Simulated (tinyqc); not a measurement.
Electromigration in a confined line: Blech product, Korhonen stress evolution and Black's law: one step, computed by the program tinyqc. Command: `OMP_NUM_THREADS=1 python tinyqc.py 3015138 3015139 out.jsonl emigr walk`. One thread of a shared host (Intel(R) Xeon(R) Processor @ 2.30GHz), about 0.01 s of CPU time with the checks.

The electron wind pushes atoms from the cathode (x = 0) to the anode (x = L); blocking ends build a back stress (tension positive). The input rho is taken not to change with temperature. d sigma/dt = d/dx [kappa (d sigma/dx + G)], with zero flux at both ends and sigma = sigma_0 at t = 0.

Question. Steady state and Blech product. At steady state sigma(x) = sigma_0 + G (L/2 - x). A void forms only if the cathode stress reaches sigma_c, that is if j L exceeds (j L)_c = 2 Omega (sigma_c - sigma_0)/(Z* e rho). Time scale tau = L^2/kappa.

Inputs (values chosen for the exercise, close to those used for copper lines):
```
quantity                    value          unit
resistivity rho              2.87  micro-ohm cm
atomic volume Omega          11.8    angstrom^3
effective charge number Z*    1.1             -
critical stress sigma_c       180           MPa
initial stress sigma_0         24           MPa
current density j             5.5       MA/cm^2
line length L                 130            um
test temperature T            350             C
```

Start: thermal stress.

stress gradient G = 23.57576 MPa/um

kappa = 1.300838e-13 m^2/s

Constants: e = 1.602176634e-19 C.

Give: steady cathode stress; j L; critical product (j L)_c; tau.

Answer.

steady cathode stress = 1556 MPa

j L = 71500 A/cm

critical product (j L)_c = 7279 A/cm

tau = 36.09 h

j L is 9.82 times the critical product: the line can fail. Caution: a steady stress above sigma_c is formal, since a void forms first.
